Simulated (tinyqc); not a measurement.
Comparisons within one model: shallow acceptor in the spherical four-band model. A value that a table varies takes the place of the one given here.

The ground state 1S3/2 has an L = 0 part f(r) and an L = 2 part g(r). In units of Ry* and a*, with Gaussians f_i = exp(-a_i r^2), g_i = r^2 exp(-a_i r^2), A = a_i + a_j and I(n) = Gamma((n + 1)/2)/(2 A^((n + 1)/2)): S_ff = I(2), S_gg = I(6), H_ff = (6 a_i a_j/A) I(2) - 2 I(1), H_gg = (14 a_i a_j/A) I(6) - 2 I(5), H_fg = -mu [15 I(2) - 20 a_j I(4) + 4 a_j^2 I(6)]; each function is then normalised. The split-off band is left out.

Converged values use 22 exponents 2.2^i, i = -7 to 14, for f and for g.

Units Ry* = Ry/(g1 eps^2) and a* = a0 eps g1; mu = (6 g3 + 4 g2)/(5 g1) is the spherical heavy-light coupling and delta = (g3 - g2)/g1 the cubic term, which is left out.

Constants: Ry = 13.60569312 eV; a0 (Bohr radius) = 0.5291772105 angstrom.

Values chosen for the exercise (near those of a shallow acceptor in Ge; the results hold for these values, not for the real material): mus = (0.07, 0.35, 0.53, 0.67, 0.77, 0.82, 0.88) (couplings); rc = 2 angstrom (radius of the central cell); Vs = (3, 1, 0, -1, -2, -3, -4) eV (central-cell strengths); g1 = 13.44 (Luttinger gamma1); g2 = 4.22 (gamma2); g3 = 5.72 (gamma3); eps = 15.9 (dielectric constant).

## Strength of the heavy-light coupling

Ry* = 4.0043 meV

Converged values in Ry* and a*; the heavy-mass hydrogen model gives 1/(1 - mu).

Results:

| mu | binding (Ry*) | 1/(1 - mu) | ratio | L = 2 weight | <r> (a*) | binding (meV) |
|---|---|---|---|---|---|---|
| 0.07 | 1.004 | 1.075 | 0.934 | 0.002 | 1.494 | 4.0 |
| 0.35 | 1.125 | 1.538 | 0.731 | 0.053 | 1.358 | 4.5 |
| 0.53 | 1.350 | 2.128 | 0.634 | 0.124 | 1.160 | 5.4 |
| 0.67 | 1.727 | 3.030 | 0.570 | 0.203 | 0.933 | 6.9 |
| 0.77 | 2.296 | 4.348 | 0.528 | 0.274 | 0.720 | 9.2 |
| 0.82 | 2.823 | 5.556 | 0.508 | 0.315 | 0.595 | 11.3 |
| 0.88 | 4.038 | 8.333 | 0.485 | 0.369 | 0.425 | 16.2 |

The binding starts as 1 + O(mu^2), 1.004 at mu = 0.07, since the coupling enters in second order, and reaches 4.04 at mu = 0.88. The ratio to the heavy-mass model falls from 0.93 to 0.48, towards about 0.44 as mu goes to 1: the bound hole is only partly heavy. The L = 2 weight grows to 0.37 and the radius shrinks by a factor 3.5.

## Central-cell correction

mu = 0.76190
a* = 113.083 angstrom

A short-range term V exp(-r^2/rc^2) is added (negative: attracts the hole); its elements are V S (A/(A + 1/rc^2))^(3/2) for f and ^(7/2) for g, in the same units.

Results:

| V (eV) | 1S binding (meV) | 2S binding (meV) | <r> (angstrom) | L = 2 weight |
|---|---|---|---|---|
| 3.0 | 8.7 | 2.62 | 86.3 | 0.267 |
| 1.0 | 8.8 | 2.64 | 84.6 | 0.268 |
| 0.0 | 8.9 | 2.65 | 83.6 | 0.268 |
| -1.0 | 9.1 | 2.67 | 82.4 | 0.269 |
| -2.0 | 9.2 | 2.69 | 81.0 | 0.269 |
| -3.0 | 9.4 | 2.72 | 79.3 | 0.270 |
| -4.0 | 9.7 | 2.75 | 77.3 | 0.271 |

From V = 0 to -4 eV the 1S binding grows by 0.7 meV (8 %) and the 2S binding by 0.09 meV, so the chemical shift sits mainly in the ground state. A repulsion of 3 eV removes 0.3 meV. The slope is 0.26 meV per eV over the last step against 0.10 on the repulsive side, since attraction pulls the state into the cell; over this range the level stays shallow.

## What each parameter does

Converged values. Each row changes one parameter from the base and keeps the others.

Results:

| case | mu | Ry* (meV) | binding (meV) | <r> (angstrom) |
|---|---|---|---|---|
| base | 0.762 | 4.00 | 8.94 | 83.6 |
| g1 = 14.52 | 0.705 | 3.71 | 6.98 | 105.4 |
| g2 = 3.59 | 0.724 | 4.00 | 7.95 | 93.0 |
| g3 = 5.26 | 0.721 | 4.00 | 7.86 | 93.9 |
| eps = 17.2 | 0.762 | 3.42 | 7.64 | 90.4 |

The largest shifts from the base row, up to three for each result and ties (the steps differ in size, so this ranks the rows, not the parameters). mu: g1 -0.057, g3 -0.041, g2 -0.037; unchanged at the printed digits by eps. Ry* (meV): eps -0.58, g1 -0.30; unchanged at the printed digits by g2 and g3. binding (meV): g1 -1.96, eps -1.30, g3 -1.07. <r> (angstrom): g1 +21.9, g3 +10.3, g2 +9.5. g1 acts twice: it lowers Ry* and it lowers mu.

Program tinyqc; command `OMP_NUM_THREADS=1 python tinyqc.py 1251371 1251372 out.jsonl`; about 0.07 s on one thread of a shared Intel(R) Xeon(R) Processor @ 2.30GHz.
